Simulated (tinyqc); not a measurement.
Inside a calculation: special k points of the bcc lattice. Values are carried at full precision from step to step, so a last printed digit may differ when a step is redone from the rounded ones.

Lattice vectors in units of a: a1 = (-1/2, 1/2, 1/2), a2 = (1/2, -1/2, 1/2), a3 = (1/2, 1/2, -1/2); reciprocal vectors b_i with a_i . b_j = 2 pi delta_ij. Mesh: k = sum_i f_i b_i with f_i = (2 j_i + shift)/(2 N), j_i = 0 .. N-1. The point group of the lattice has 48 operations; only those that map the mesh onto itself are used.

Values chosen for the exercise (the lattice of W; shifted at random, so the results belong to these values and not to a real crystal): N = 2 (points along each reciprocal vector); shift = 1 (half steps); D = 1.4 eV (half gap term); t = 0.74 eV (coupling); e0 = 2.57 eV (offset).

## Irreducible points and weights

Join points that an operation carries into one another (modulo reciprocal vectors); list each class by its first point in the order of (j1, j2, ...).

Irreducible points:

| f1 | f2 | f3 | weight |
|---|---|---|---|
| 0.2500 | 0.2500 | 0.2500 | 2 |
| 0.2500 | 0.2500 | 0.7500 | 6 |

operations that keep the mesh = 48
irreducible points = 2

The weights add up to 8 = N^3; symmetry saves a factor 4.0.

## Which stars the mesh integrates

A_m(k) = sum over the m-th star of lattice vectors R of cos(k . R), stars in order of length: m = 1: |R|^2 = 0.75, 8 vectors, such as (1, 1, 1) in the basis a_i; m = 2: |R|^2 = 1, 6 vectors, such as (1, 1, 0) in the basis a_i; m = 3: |R|^2 = 2, 12 vectors, such as (2, 1, 1) in the basis a_i; m = 4: |R|^2 = 2.75, 24 vectors, such as (2, 2, 1) in the basis a_i; m = 5: |R|^2 = 3, 8 vectors, such as (2, 2, 2) in the basis a_i; m = 6: |R|^2 = 4, 6 vectors, such as (2, 2, 0) in the basis a_i. The zone mean of every A_m is zero.

Lattice vectors in units of a: a1 = (-1/2, 1/2, 1/2), a2 = (1/2, -1/2, 1/2), a3 = (1/2, 1/2, -1/2); f are fractions of the reciprocal vectors. Evaluate the first six A_m at each irreducible point (k . R = 2 pi sum f_i n_i) and form the weighted means.

A_m at the points:
```
     m=1     m=2     m=3    m=4     m=5    m=6
1  0.000  -6.000  12.000  0.000  -8.000  6.000
2  0.000   2.000  -4.000  0.000  -8.000  6.000
```

weighted means: m=1 0.000, m=2 0.000, m=3 0.000, m=4 0.000, m=5 -8.000, m=6 6.000

The first star with a non-zero mean is m = 5 (|R|^2 = 3, mean -8.000): it holds vectors of the N-fold supercell, which the mesh cannot tell from R = 0.

## A zone average from the irreducible points

Test function, the lower band of a two-band insulator: E(k) = -sqrt(D^2 + (e0 - t A_1(k))^2).

Lattice vectors in units of a: a1 = (-1/2, 1/2, 1/2), a2 = (1/2, -1/2, 1/2), a3 = (1/2, 1/2, -1/2). Evaluate E at each point and take the weighted mean; the reference uses the unshifted mesh with N = 24.

E at the points (eV): -2.9266  -2.9266

weighted mean = -2.9266 eV
reference mean = -3.2730 eV

The error is +346.43 meV with 2 points.

## Checks

- Weighted mean over irreducible points against the plain mean over the whole mesh (eV): both -2.926585.
- Reference mean against a mesh of N = 30 (eV): both -3.2730.

Program tinyqc; command `OMP_NUM_THREADS=1 python tinyqc.py 1682421 1682422 out.jsonl`; about 0.2 s on one thread of a shared Intel(R) Xeon(R) Processor @ 2.30GHz.
